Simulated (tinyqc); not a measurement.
Inside a calculation. Model: liquidus of a compound AB in a simple-solution melt, liquid-phase epitaxy and vapour pressures. Computed by tinyqc, a small Python program that keeps every step. Command: `OMP_NUM_THREADS=1 python tinyqc.py 3029073 3029074 out.jsonl liq35 walk`. One thread of a shared host (Intel(R) Xeon(R) Processor @ 2.30GHz), about 0.03 s of CPU time with the checks. Intermediate numbers are printed to about 7 digits and carried at full precision; extremes and crossings named in words are read from the listed rows.

x is the atom fraction of B in the melt. The melt is a simple solution: R T ln gamma_B = W (1 - x)^2, R T ln gamma_A = W x^2, W = a + b T. The solid AB is stoichiometric.

Inputs (values chosen for the exercise, modelled on InAs for the melt):
```
quantity                                   value       unit
melting point T_F                           1215          K
entropy of fusion S_F                       60.8  J/(mol K)
interaction a                               16.4     kJ/mol
interaction slope b                        -42.8  J/(mol K)
saturation temperature T                     843          K
step dT                                       11          K
cooling rate c                              0.39      K/min
growth time t                               0.42        min
diffusivity in the melt D                8.6e-05     cm^2/s
molar volume of the melt V_L                  17   cm^3/mol
lattice constant a0                        6.058   angstrom
melt depth w                                 3.2         mm
heat of evaporation of A                     262     kJ/mol
entropy of evaporation of A                  107  J/(mol K)
heat of evaporation of B as (1/2) B2          97     kJ/mol
entropy of evaporation of B as (1/2) B2     64.2  J/(mol K)
```

Growth programme: step cooling.

Constants: R = 8.314462618 J/(mol K); N_A = 6.02214076e+23 1/mol; k_B = 8.617333262e-05 eV/K.

## Solubility on the A-rich side

Liquidus (Vieland): f(x) = R T ln[4 x (1 - x)] + 2 W (1/2 - x)^2 + S_F (T_F - T) = 0. Newton steps with f' = (1 - 2x)[R T/(x (1 - x)) - 2 W], from the dilute estimate x = (1/4) exp[-(S_F (T_F - T) + W/2)/(R T)]; stop below 1e-13; f under 1e-6 shown as 0.

W = -19.6804 kJ/mol

Newton steps:
```
step           x      f (J/mol)  f' (J/mol)
1     0.04038611   1.236486e+03    202429.5
2     0.03427788  -9.090475e+01    233883.1
3     0.03466655  -4.537243e-01    231557.0
4     0.03466851  -1.136155e-05    231545.4
5     0.03466851              0    231545.4
```

solubility x = 0.03466851

The dilute estimate is 1.165 of the root. An ideal melt (W = 0) would dissolve x = 0.0100; the B-rich branch lies at 1 - x.

## Slope of the liquidus

dx/dT = -(df/dT)/f', df/dT = R ln[4 x (1 - x)] + 2 b (1/2 - x)^2 - S_F, f' = (1 - 2x)[R T/(x (1 - x)) - 2 W]. Concentrations: C_L = x N_A/V_L in the melt, C_S = 4/a0^3 in the solid; m = dT/dC_L.

dx/dT = 4.148427e-04 1/K

C_L = 1.228110e+21 1/cm^3

C_S = 1.799170e+22 1/cm^3

slope m = 6.804788e-20 K cm^3

apparent heat of solution k_B T^2 d ln x/dT = 0.7327845 eV

## Layer thickness

Semi-infinite melt (Hsieh): step d = 2 dT sqrt(D t/pi)/(C_S m); ramp d = (4/3) c sqrt(D/pi) t^(3/2)/(C_S m); supercooling is their sum. A melt of depth w can give at most w (undercooling)/(C_S m).

thickness d = 4.719658 micrometre

largest thickness from this melt = 28.75120 micrometre

sqrt(D t)/w = 0.1454787

The layer uses 16 % of what the melt could give.

## Three programmes

The formulas are those given above.

Thickness (micrometre):
```
t (min)      step          ramp  supercooling  sqrt(D t) (mm)
0.2       3.25687  1.539613e-02       3.27227        0.321248
0.5       5.14957  6.085854e-02       5.21043        0.507937
1.0       7.28259  1.721339e-01       7.45472        0.718331
2.0      10.29914  4.868683e-01      10.78601        1.015874
5.0      16.28437  1.924516e+00      18.20888        1.606238
10.0     23.02957  5.443353e+00      28.47292        2.271563
20.0     32.56873  1.539613e+01      47.96486        3.212476
```

Step cooling goes as t^(1/2), ramp cooling as t^(3/2); they are equal at t = 3 dT/(2 c) = 42.3 min. The local exponent of their sum runs from 0.51 to 0.75. Rows with sqrt(D t) above about half the depth of 3.2 mm are overestimates.

## Vapour pressures and congruent evaporation

Over the A-rich liquidus: p_A = gamma_A (1 - x) exp(S_A/R - H_A/(R T)), p_B2 = [gamma_B x exp(S_B/R - H_B/(R T))]^2, in bar. Free evaporation is congruent while the A flux over this liquidus is at least the B flux; with A and B2 taken as equal in mass for the estimate, T_c solves p_A = 2 p_B2.

log10 p_A = -10.66173

log10 p_B2 = -10.50657

congruent temperature T_c = 761.3967 K

T is above T_c: in vacuum B leaves faster and droplets of A form unless a B flux is supplied.

## The liquidus

The formulas are those given above.

Solubility; ideal: W = 0; dilute: (1/4) exp[-(S_F (T_F - T) + W/2)/(R T)]:
```
T (K)             x         ideal        dilute  W (kJ/mol)
608    4.366769e-04  1.688234e-04  4.372121e-04     -9.6224
705    4.021466e-03  1.262113e-03  4.081401e-03    -13.7740
802    2.035324e-02  5.821775e-03  2.219523e-02    -17.9256
899    6.305558e-02  1.950721e-02  8.375357e-02    -22.0772
996    1.347472e-01  5.287346e-02  2.440110e-01    -26.2288
1094   2.335762e-01  1.276411e-01  5.928867e-01    -30.4232
1166   3.339867e-01  2.428170e-01  1.035003e+00    -33.5048
1203   4.188247e-01  3.673855e-01  1.342830e+00    -35.0884
```

x over the ideal value is 2.59 in the first row and 1.14 in the last, and lies between 1.14 and 3.50: W > 0 lowers the solubility and W < 0 raises it, by about exp(-W/(2 R T)) when dilute. The dilute form is within 5 % in 2 of the eight rows. Near T_F the liquidus closes as a parabola about x = 1/2.

Checks made by the program: x against bracketed root finding (relative difference below 1e-10).
